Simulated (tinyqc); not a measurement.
Single-electron transistor, orthodox theory and master equation: one step of the calculation.

A metal island with n extra electrons joins the left lead (voltage V) and the right lead (0 V) by tunnel junctions and couples to a gate. Cs = CL + CR + Cg. Adding electron n + 1 costs mu(n) = [q (n + 1/2) - CL V - Cg Vg]/Cs (in volts); the Fermi levels are -V (left) and 0 (right). A jump that gains the energy W has the rate G(W) = (W/q)/(R [1 - exp(-W/Vt)]), W in volts, Vt = kB T/q. Sequential tunnelling only; I > 0 flows from left to right.

Question. Tunnelling rates. Onto the island: from the left W = -V - mu(n), from the right W = -mu(n); off the island (n + 1 to n): to the left W = mu(n) + V, to the right W = mu(n).

Parameters, values chosen for the exercise:
```
symbol,value,unit,meaning
RL,500,kohm,resistance of the left junction
RR,500,kohm,resistance of the right junction
T,2.6,K,temperature
V,3.5,mV,bias of the left lead
```

Constants: q = 1.602176634e-19 C, kB = 1.380649e-23 J/K, Vt = kB T/q. Results are converted to the units shown.

mu(n), n to n + 1, n -1 to 0 (mV): -5.6945347  0.9812013

Wanted: on from left; on from right; off to left; off to right.

Answer.

```
n to n + 1, n	on from left (1/ns)	on from right (1/ns)	off to left (1/ns)	off to right (1/ns)
-1	27.396	71.085	0.0015270	6.5107e-10
0	1.1520e-7	0.15546	55.939	12.404
```

Range of the model: Cotunnelling, which dominates deep in the blockade, is left out.

tinyqc, about 0.01 s, one thread, Intel Xeon 2.30GHz (shared host): `OMP_NUM_THREADS=1 python tinyqc.py 2780104 2780105 out.jsonl`
